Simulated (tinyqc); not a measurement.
# Frequency dispersion of an accumulation capacitance by border traps, distributed model, step by step

Numbers from tinyqc (`OMP_NUM_THREADS=1 python tinyqc.py 2202130 2202131 out.jsonl`; about 0.4 s on one thread of a shared Intel Xeon 2.30GHz). Printed values are rounded.

Traps spread evenly through the insulator exchange electrons with the semiconductor by tunnelling, with tau(x) = t0 exp(2 ka x) at depth x from the interface. The admittance per area Y seen at depth x obeys dY/dx = -Y^2/(i w eps0 eox) + q Nb ln(1 + i w tau)/tau, with Y(0) = i w Cs and w = 2 pi f; the gate sees Y(tox) = G + i w C. Working variable y = Y/(i w), in uF/cm^2. Cox = eps0 eox/tox.

Inputs (values chosen for the exercise); permittivity close to that of hafnium oxide:
- eox = 19.9 (relative permittivity of the insulator)
- tox = 4.2 nm (insulator thickness)
- Cs = 0.78 uF/cm^2 (semiconductor capacitance in accumulation)
- Nb = 9.7e19 cm^-3 eV^-1 (density of border traps)
- ka = 6.5 1/nm (decay constant of the wave function in the insulator)
- t0 = 3e-11 s (time constant of a trap at the interface)
- f = 1000 Hz (frequency)
- xe = 1.6 nm (depth down to which the steps are taken)

Constants: q = 1.602176634e-19 C, eps0 = 8.8541878128e-14 F/cm where lengths are in cm. Results are converted to the units shown.

## Scales and lumped estimate

Cox; trap-free value 1/(1/Cox + 1/Cs); response depth d = ln(1/(w t0))/(2 ka), where w tau = 1; lumped estimate: all traps within d act as C_bt = q Nb d placed at d/2, so C = 1/{1/[1/(1/Cs + d/(2 eps0 eox)) + C_bt] + (tox - d/2)/(eps0 eox)}.

Cox = 4.19520 uF/cm^2
trap-free C = 0.657713 uF/cm^2
d = 1.19109 nm
C_bt = 1.85109 uF/cm^2
lumped C = 1.70197 uF/cm^2

The traps within reach amount to 2.37 Cs and lie in the first 28.4 % of the insulator.

## Midpoint steps through the active depth

In terms of y: dy/dx = -y^2/(eps0 eox) + s(x), s = q Nb ln(1 + z)/z, z = i w tau. 10 midpoint steps of h = xe/10: y_half = y + (h/2) y'(x, y), y(new) = y + h y'(x + h/2, y_half).

```
point,x (nm),s (uF/(cm^2 nm)),y (uF/cm^2)
0,0,1.55411+0.00000i,0.78000+0.00000i
1,0.16,1.55411+0.00000i,1.02128+0.00000i
2,0.32,1.55411-0.00001i,1.25812+0.00000i
3,0.48,1.55411-0.00008i,1.48960+0.00000i
4,0.64,1.55411-0.00060i,1.71490-0.00004i
5,0.8,1.55409-0.00481i,1.93328-0.00031i
6,0.96,1.55284-0.03848i,2.14410-0.00246i
7,1.12,1.47946-0.28637i,2.34528-0.01951i
8,1.28,0.61929-0.58858i,2.47803-0.10797i
9,1.44,0.09361-0.19782i,2.46189-0.16196i
10,1.6,0.01196-0.04059i,2.41340-0.16902i
```

## Capacitance and conductance at the gate

y at xe = 2.41340-0.16902i uF/cm^2

Beyond xe the traps are ignored, so 1/y(tox) = 1/y(xe) + (tox - xe)/(eps0 eox); C = Re y, G/w = -Im y, loss tangent G/(w C).

y at the gate = 1.78132-0.09187i uF/cm^2
C = 1.78132 uF/cm^2
G/w = 0.0918718 uF/cm^2
loss tangent = 0.0515752

A fine integration over the whole insulator gives C = 1.7821 and G/w = 0.09314 uF/cm^2; the coarse G/w is 1.4 % below that. The fine C is 2.71 times the trap-free value, and the lumped estimate is 4.5 % below the fine result.
